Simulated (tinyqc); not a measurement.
Defects against doping: deep level with several charge states.

Energies from Ev. The defect has charge states 0, -1, -2 with weights 1, gm exp((EF - E1)/kT), exp((2 EF - E1 - E2)/kT); the shares are the weights over their sum. Boltzmann carriers: n = Nc exp((EF - Eg)/kT), p = Nv exp(-EF/kT). Neutrality: p - n + Nd + Nt <q> = 0.

Constants: kB = 8.617333262e-05 eV/K.

Inputs chosen for the exercise (gap and densities of states near those of GaAs at this temperature; not measured data):
```
symbol  value     unit    meaning
Eg      1.397     eV      gap
Nc      5.48e+17  1/cm^3  conduction-band density of states
Nv      1.18e+19  1/cm^3  valence-band density of states
T       350       K
E1      0.322     eV      level (0/-1) above Ev
E2      0.873     eV      level (-1/-2) above Ev
gm      2                 degeneracy of the middle state, the others 1
Nd      -4.1e+17  1/cm^3  ionised shallow donors minus acceptors
```

Nt takes the listed multiples of |Nd|; the resistivity uses mobilities of 1000 (electrons) and 300 (holes) cm^2/(V s), chosen for the exercise, and e = 1.602176634e-19 C.

Neutral state:
```
Nt/|Nd|,EF (eV),n (1/cm^3),p (1/cm^3),rho (ohm cm)
0.01,0.1013,0.121,4.10e+17,0.0507
0.10,0.1013,0.121,4.10e+17,0.0507
0.30,0.1013,0.121,4.10e+17,0.0507
0.60,0.1013,0.121,4.10e+17,0.0507
0.90,0.1013,0.121,4.10e+17,0.0507
1.10,0.1013,0.121,4.11e+17,0.0507
1.50,0.1013,0.121,4.11e+17,0.0506
3.00,0.1012,0.120,4.12e+17,0.0505
10.00,0.1009,0.119,4.15e+17,0.0501
```

How do the results move, and what explains it?

EF moves by less than 10 meV: at this EF the defects are neutral on average, so they neither give nor take carriers.

(tinyqc, `OMP_NUM_THREADS=1 python tinyqc.py 1681396 1681397 out.jsonl`, Intel(R) Xeon(R) Processor @ 2.30GHz, 1 thread, shared host, about 0.01 s.)
